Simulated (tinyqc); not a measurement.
# Quarter-wave Bragg mirror and the threshold of a vertical cavity: effects of single changes

N pairs of lossless layers, each a quarter wave thick at lam, in the order nL, nH from the incident medium n0 to the exit medium ns; normal incidence, no dispersion. At wavelength lam + dw each layer has the phase d = (pi/2) lam/(lam + dw) and the matrix [[cos d, i sin d/n], [i n sin d, cos d]].

Parameters, values chosen for the exercise; indices close to those of GaN and AlInN:

| symbol | value | unit | meaning |
|---|---|---|---|
| lam | 450 | nm | design wavelength |
| nH | 2.484 |  | high index |
| nL | 2.278 |  | low index |
| N | 29 |  | number of pairs |
| n0 | 2.451 |  | index of the incident medium |
| ns | 2.447 |  | index of the exit medium |
| Tb | 0.064 | % | transmission of the back mirror |
| Lc | 1.5 | wavelengths | optical thickness of the cavity |
| ai | 10 | 1/cm | internal loss |
| da | 21 | nm | total thickness of the wells |
| Gr | 1.86 |  | standing-wave enhancement |

Each table varies one quantity; the others keep the values above.

## Spectrum across the stop band

B = M11 + M12 ns, C = M21 + M22 ns; r = (n0 B - C)/(n0 B + C), T = 4 n0 ns/|n0 B + C|^2, R = |r|^2 = 1 - T. stop band, to first order in its width, (4 lam/pi) arcsin((nH - nL)/(nH + nL)).

Spectrum across the stop band:
```
dw (nm),R,T (%),|trace of the pair matrix|/2
-17,0.2315,76.85,0.9961
-14,0.7351,26.49,0.9987
-11,0.8995,10.05,1.001
-7.4,0.9538,4.619,1.002
-3.7,0.9702,2.983,1.003
3.7,0.9703,2.970,1.003
7.4,0.9555,4.448,1.002
11,0.9122,8.775,1.001
14,0.8026,19.74,0.9993
17,0.4776,52.24,0.9972
```

What does the comparison show?

The stop band is about 24.8 nm wide to first order; 6 of the 10 rows lie inside it (last column above one), where the field decays from pair to pair. T is 2.98 and 2.97 % in the two rows nearest the centre, against 2.60 % at dw = 0, and 76.9 and 52.2 % in the outermost rows, where it oscillates with wavelength.

## Effect of the number of pairs

At the design wavelength Y = ns (nL/nH)^(2 N), T0 = 4 n0 Y/(n0 + Y)^2; stop band, to first order in its width, (4 lam/pi) arcsin((nH - nL)/(nH + nL)); layer thicknesses lam/(4 n). Penetration depth Lp = lam/(4 (nH - nL)), Leff = Lc lam/nH + 2 Lp, mirror loss per pass m = -ln[(1 - T0)(1 - Tb)]/2, threshold gain (ai Leff + m)/(Gr da), share of the light through this mirror (T0/2)/(ai Leff + m).

Effect of the number of pairs:
```
N,T0 (%),stack thickness (um),threshold gain (1/cm),output share
8,63.98,0.7574,1.311e5,0.6245
13,34.43,1.231,5.446e4,0.8093
17,18.99,1.609,2.739e4,0.8875
21,9.993,1.988,1.391e4,0.9197
26,4.332,2.462,6100,0.9090
29,2.600,2.746,3803,0.8751
30,2.191,2.840,3267,0.8585
33,1.309,3.124,2118,0.7912
39,0.4653,3.692,1028,0.5793
```

The transmission T0 falls from 64.0 to 0.465 %, by a factor of 1.19 a pair at the end. The threshold gain falls from 1.31e5 to 1030 1/cm, towards the floor set by ai and the back mirror, while the output share goes from 0.625 through a maximum of 0.920 (at N = 21 among the rows listed) to 0.579: more pairs buy a lower threshold with efficiency. For N = 8, 13, 17, 21, 26 the threshold gain passes 4000 1/cm, more than quantum wells usually give.

tinyqc, about 0.01 s, one thread, Intel Xeon 2.30GHz (shared host): `OMP_NUM_THREADS=1 python tinyqc.py 2650132 2650133 out.jsonl`
